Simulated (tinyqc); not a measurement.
Single-oscillator infrared dielectric function of a polar cubic crystal: one step, computed by the program tinyqc.

One ion pair, charges +Z* and -Z*, in a cell of volume Omega = a^3/4. Frequencies omega are given as wavenumbers (1/cm); eps_s is the static dielectric constant.

Problem. Surface and particle modes. Without damping, eps(omega) = -x eps_m gives omega^2 = omega_TO^2 (eps_s + x eps_m)/(eps_inf + x eps_m): x = 1 for a flat surface at large wave vector, x = 2 for the dipole mode of a small sphere. The reflectivity R for light from vacuum (not from the medium eps_m) vanishes where eps = 1, omega^2 = omega_TO^2 (eps_s - 1)/(eps_inf - 1).

Inputs (values chosen for the exercise, modelled on magnesium oxide): omega_TO = 405 1/cm; eps_inf = 2.9; eps_m of the surrounding medium = 1.

Structure: rock salt. Free carriers: absent.

eps_s = 9.303203

Give: surface mode; sphere mode; zero of R.

Solution.

surface mode = 658.28 1/cm

sphere mode = 615.12 1/cm

zero of R = 846.64 1/cm
